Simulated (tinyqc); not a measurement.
# Changing the lifetime tau

Model: Haynes-Shockley experiment: drift, diffusion and decay of a minority-carrier pulse. Computed by tinyqc, a small Python program. Command: `OMP_NUM_THREADS=1 python tinyqc.py 3111801 3111802 out.jsonl haynes sweep`. One thread of a shared host (Intel(R) Xeon(R) Processor @ 2.30GHz), about 0.01 s of CPU time with the checks.

A thin sheet of excess carriers is made at x = 0, t = 0 in a long uniform bar; injection is low, so the pulse moves with the minority mobility.

Inputs (values chosen for the exercise, modelled on electrons in p-type silicon in a lightly doped bar): minority mobility mu = 1430 cm^2/(V s); temperature T = 300 K; field F = 19 V/cm; distance d to the collector = 0.31 cm; injected sheet density N0 = 4.4e+09 1/cm^2.

Constants: k_B = 8.617333262e-05 eV/K.

Method:
- D = mu k_B T/e, v = mu F.
- Transit time d/v, diffusion length sqrt(D tau), drift length v tau, Peclet number v d/D = e F d/(k_B T).
- dn(x, t) = N0/sqrt(4 pi D t) exp(-(x - v t)^2/(4 D t) - t/tau).
- At fixed x the signal peaks where d ln(dn)/dt = 0: a t^2 + t/2 - x^2/(4 D) = 0 with a = v^2/(4 D) + 1/tau.
- The full width at half maximum is found by solving dn(x, t) = peak/2 on both sides of the peak.
- With w the full width at half maximum: mu = d/(F t_p); D = (w d)^2/(16 ln2 t_p^3); Einstein ratio D/mu against k_B T/e.

One run for each value:
```
lifetime tau (microsecond)  peak density (1/cm^3)  time of the peak t_p (microsecond)  error of mu (%)  error of D (%)
6.5                                    1.0679e+10                              11.189           1.9690         0.73498
13.0                                   2.5335e+10                              11.274           1.2074         0.74056
26.0                                   3.9119e+10                              11.316           0.8244         0.74340
51.0                                   4.8432e+10                              11.338           0.6361         0.74480
100.0                                  5.4009e+10                              11.348           0.5400         0.74552
390.0                                  5.8766e+10                              11.357           0.4656         0.74607
780.0                                  5.9628e+10                              11.358           0.4527         0.74617
```

Give the missing row, lifetime tau (microsecond) = 200.0.

Computed row:
```
lifetime tau (microsecond)  peak density (1/cm^3)  time of the peak t_p (microsecond)  error of mu (%)  error of D (%)
200.0                                  5.7163e+10                              11.354           0.4899         0.74589
```

Interpolating between the two neighbouring rows (the first column on a logarithmic scale, the others too where they are positive) misses most in error of mu (%), by 2.2 %. Over the rows, peak density (1/cm^3) rises from 1.07e10 to 5.96e10 (exponent d ln y / d ln x 1.2 between the first rows and 0.021 between the last); time of the peak t_p (microsecond) rises from 11.19 to 11.36 (exponent d ln y / d ln x 0.011 between the first rows and 1.8e-4 between the last); error of mu (%) falls from 1.97 to 0.453 (exponent d ln y / d ln x -0.71 between the first rows and -0.040 between the last). With a long lifetime the error of mu tends to the part from spreading alone; in the last row it is 0.453 %.

Extremes, crossings and ranges named in words are read from the listed rows.
